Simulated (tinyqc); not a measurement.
# Precursor delivery by bubblers, mass-transport growth and the solid composition of a III-V alloy, step by step

A worked calculation. Computed by tinyqc, a small Python program that keeps every step. Command: `OMP_NUM_THREADS=1 python tinyqc.py 3006327 3006328 out.jsonl movpe_thermo walk`. One thread of a shared host (Intel(R) Xeon(R) Processor @ 2.30GHz), about 0.01 s of CPU time with the checks. Intermediate numbers are printed to about 7 digits and carried at full precision; extremes and crossings named in words are read from the listed rows.

1 sccm = 44.615 micromol/min; 1 torr = 133.322 Pa. The sources decompose fully at the surface.

Inputs (values chosen for the exercise, modelled on trimethylgallium (source 1) and trimethylindium (source 2) for the vapour pressures):
```
quantity                                                                                                  value        unit
bath temperature T1                                                                                         271           K
bath temperature T2                                                                                         305           K
bubbler pressure p_b                                                                                        600        torr
carrier flow F1                                                                                             2.3        sccm
carrier flow F2                                                                                             170        sccm
total flow F_t                                                                                               12         slm
group-V flow F_V                                                                                             29        sccm
reactor pressure p                                                                                           40        torr
growth temperature T                                                                                        850           K
diffusivity at 273 K and 760 torr                                                                          0.42      cm^2/s
flow cross-section A                                                                                         58        cm^2
distance from the leading edge z                                                                             12          cm
lattice constant a                                                                                         5.76    angstrom
interaction L0 of the solid                                                                                13.8      kJ/mol
log10 of p_B,eq over pure BC at 1000 K and 1 torr of group V (exaggerated: liquid indium has about -4.1)   -2.7  log10 torr
enthalpy of that equilibrium H                                                                              381      kJ/mol
```

Alloy: mixing on the group-III sites, with desorption of B.

constants a, b of source 1 (log10 torr, K): 8.093  1703

constants a, b of source 2 (log10 torr, K): 10.48  3014

Constants: k_B = 1.380649e-23 J/K; R = 8.314462618 J/(mol K).

## Bubblers

log10 p_v = a - b/T_bath; molar flow = F x 44.615 x p_v/(p_b - p_v) for a saturated bubbler.

vapour pressure 1 = 64.39723 torr

molar flow 1 = 12.33767 micromol/min

vapour pressure 2 = 3.963080 torr

molar flow 2 = 50.43006 micromol/min

One kelvin of bath error changes flow 1 by 6.0 % and flow 2 by 7.5 %.

## Partial pressures in the reactor

p_i = p n_i/(44615 F_t), F_t in slm; p_V = p F_V/(1000 F_t), counted per molecule supplied; V/III = 44.615 F_V/(n1 + n2); vapour fraction of source 2 = n2/(n1 + n2).

p_1 = 9.217877e-04 torr

p_2 = 0.003767795 torr

p_V = 0.09666667 torr

V/III ratio = 20.61306

vapour fraction of source 2 = 0.8034393

## Mass transport

Mean velocity u = (F_t/A)(760/p)(T/273); D = D0 (T/273)^1.75 (760/p); boundary layer delta = sqrt(pi D z/u); flux = D dp/(delta k_B T); growth rate = flux x a^3/4.

velocity u = 203.9914 cm/s

D = 58.23732 cm^2/s

boundary layer delta = 3.280653 cm

growth rate per torr of group III = 346.8571 micrometre/(h torr)

Caution: the boundary layer is a quarter or more of the root of the cross-section, so it fills much of the channel and depletion along the flow matters.

## Solid composition

A sticks fully. B desorbs: its surface pressure is p_B* = x gamma_B K/sqrt(p_V), ln gamma_B = L0 (1 - x)^2/(R T), K = 10^(log10 K at 1000 K) exp[-(H/R)(1/T - 1/1000)], p_V in torr. With equal diffusivities x = (p_2 - p_B*)/(p_1 + p_2 - p_B*). Growth rate = rate per torr x p_1/(1 - x).

K/sqrt(p_V) = 1.974326e-06 torr

solid fraction x = 0.8033676

share of B incorporated, 1 - p_B*/p_2 = 0.9995460

growth rate = 1.626022 micrometre/h

Desorption is negligible: the solid copies the vapour.

## Incorporation against temperature

A sticks fully. B desorbs: its surface pressure is p_B* = x gamma_B K/sqrt(p_V), ln gamma_B = L0 (1 - x)^2/(R T), K = 10^(log10 K at 1000 K) exp[-(H/R)(1/T - 1/1000)], p_V in torr. With equal diffusivities x = (p_2 - p_B*)/(p_1 + p_2 - p_B*).

At fixed flows:
```
T (K)  K/sqrt(p_V) (torr)          x  share of B incorporated, 1 - p_B*/p_2
878          1.101725e-05  0.8030394                           9.974732e-01
912          7.710611e-05  0.8006178                           9.823865e-01
942          3.819743e-04  0.7887578                           9.134959e-01
963          1.103400e-03  0.7552097                           7.547741e-01
989          3.854923e-03  0.4808974                           2.266433e-01
1013         1.155459e-02  0.0796778                           2.118074e-02
1040         3.739255e-02  0.0217605                           5.442105e-03
1080         1.912099e-01  0.0042895                           1.053934e-03
```

x equals the vapour fraction 0.803 while gamma_B K/sqrt(p_V) is small against p_1 + p_2 = 0.0047 torr and falls once it is not. Between the last rows the apparent energy R d ln x/d(1/T) is 379 kJ/mol, against H = 381.

Checks made by the program: the sensitivity to the bath against a difference (relative difference below 1e-10).
